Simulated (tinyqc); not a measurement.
Thermal boundary conductance by the acoustic and diffuse mismatch models. Changing the temperature T. Computed by tinyqc, a small Python program. Command: `OMP_NUM_THREADS=1 python tinyqc.py 3012192 3012193 out.jsonl kapitza sweep`. One thread of a shared host (Intel(R) Xeon(R) Processor @ 2.30GHz), about 0.01 s of CPU time with the checks.

Each side has one longitudinal and two transverse Debye branches, omega = v q up to q_D = (6 pi^2 n)^(1/3), with n counting all atoms. Scattering at the interface is elastic. Electrons are left out of G, also for metals. Melting is ignored. G refers to the temperatures of the phonons sent towards the interface. Linear branches over all atoms overstate G at high T, most for crystals with several atoms a cell.

Inputs (values chosen for the exercise, for two model solids):
```
quantity                     value     unit
density rho_1                 3.71   g/cm^3
longitudinal velocity vL_1   13600      m/s
transverse velocity vT_1      6680      m/s
atom density n_1              38.7   1/nm^3
conductivity kappa_1          3.62  W/(m K)
density rho_2                   13   g/cm^3
longitudinal velocity vL_2    5540      m/s
transverse velocity vT_2      2650      m/s
atom density n_2               100   1/nm^3
conductivity kappa_2           438  W/(m K)
thickness d_1                  9.6       nm
thickness d_2               260000       nm
heat flux J                    3.8  kW/cm^2
```

Structure: film on a substrate.

Constants: hbar = 1.054571817e-34 J s; k_B = 1.380649e-23 J/K.

Method:
- omega_c = v q_D for each branch, given as hbar omega_c/k_B; impedance Z = rho v.
- No mode conversion. t(theta) = 4 Z_1 Z_2 cos(theta_1) cos(theta_2)/N^2, with N = Z_2 cos(theta_1) + Z_1 cos(theta_2) for L (the form for pressure waves) and N = Z_1 cos(theta_1) + Z_2 cos(theta_2) for both T branches (the form for shear waves polarised along the interface); sin(theta_2) = (v_2/v_1) sin(theta_1), and t = 0 beyond the critical angle arcsin(v_1/v_2); the mean over the incoming flux is alpha = 2 int t sin(theta_1) cos(theta_1) d theta_1 (64 Gauss-Legendre points).
- G = (k_B^4 T^3/(8 pi^2 hbar^3)) int W(x) x^4 e^x/(e^x - 1)^2 dx, x = hbar omega/(k_B T). Acoustic mismatch: W = sum over the three branches of alpha(1 to 2)/v_1^2, each up to the lower of its two cut-offs. Diffuse mismatch: W = S_1 S_2/(S_1 + S_2), where S_i sums 1/v^2 over the branches of side i still below their cut-off. Radiation limit: W = min(S_1, S_2). The integral is split at the four cut-offs (64 Gauss-Legendre points a piece, x at most 45).
- Boundary resistance R = 1/G and Kapitza length kappa_2/G use the diffuse value.
- In series: Delta T = J (d_1/kappa_1 + R + d_2/kappa_2), with bulk conductivities in the layers and one-dimensional flow.

One run for each value; columns: (1) temperature T (K); (2) G, diffuse mismatch (MW/(m^2 K)); (3) G, acoustic mismatch (MW/(m^2 K)); (4) Kapitza length in side 2 (nm); (5) interface share of film plus interface:
```
(1)           (2)         (3)         (4)      (5)
3.0    1.1934e-02  1.1851e-02  3.6702e+07  0.99997
5.7    8.1854e-02  8.1286e-02  5.3510e+06  0.99978
11.0   5.8830e-01  5.8421e-01  7.4452e+05  0.99844
20.0   3.5358e+00  3.5112e+00  1.2387e+05  0.99071
38.0   2.3802e+01  2.3362e+01  1.8402e+04  0.94063
71.0   1.2284e+02  1.0381e+02  3.5656e+03  0.75428
130.0  3.8990e+02  2.5226e+02  1.1234e+03  0.49164
250.0  7.4422e+02  4.1688e+02  5.8853e+02  0.33629
480.0  9.3473e+02  5.0421e+02  4.6858e+02  0.28745
900.0  9.9865e+02  5.3376e+02  4.3859e+02  0.27410
```

Over the rows, G, diffuse mismatch (MW/(m^2 K)) rises from 0.0119 to 999 (exponent d ln y / d ln x 3.0 between the first rows and 0.11 between the last); G, acoustic mismatch (MW/(m^2 K)) rises from 0.0119 to 534 (exponent d ln y / d ln x 3.0 between the first rows and 0.091 between the last); Kapitza length in side 2 (nm) falls from 3.67e7 to 439 (exponent d ln y / d ln x -3.0 between the first rows and -0.11 between the last). At the low end the exponent of G, diffuse mismatch is 3.00, close to 3: the T^3 law of long waves. At the low end the exponent of G, acoustic mismatch is 3.00, close to 3: the T^3 law of long waves. G follows the heat capacity of the modes that both sides share: T^3 while only long waves are excited, flat once k_B T passes the shared cut-offs. The conductivities are held fixed here.

Caution (rows 3.00, 5.70, 11.0, 20.0, 38.0, 71.0, 130): kappa_2 is of room-temperature size, so the Kapitza length is only nominal at this T. Caution (rows 3.00, 5.70, 11.0, 20.0, 38.0, 71.0): the rise is not small against T, so constant conductivities fail; a rise of thousands of kelvin would destroy the stack. Caution (rows 3.00, 5.70, 11.0, 20.0, 38.0, 71.0, 130): the conductivities are of room-temperature size; at this T real values can differ much and free paths can be long. Caution (rows 3.00, 5.70, 11.0, 20.0, 38.0, 71.0, 130, 250): R from emitted-phonon temperatures is too large for use in series with Fourier layers, by up to a factor of about 2. Caution (all rows): layers this thin are often below the phonon free path, where bulk conductivities and independent interfaces no longer hold. Caution (rows 250, 480, 900): at this temperature short waves carry the heat; linear branches up to q_D overstate their velocity, and inelastic processes, left out here, grow with T.
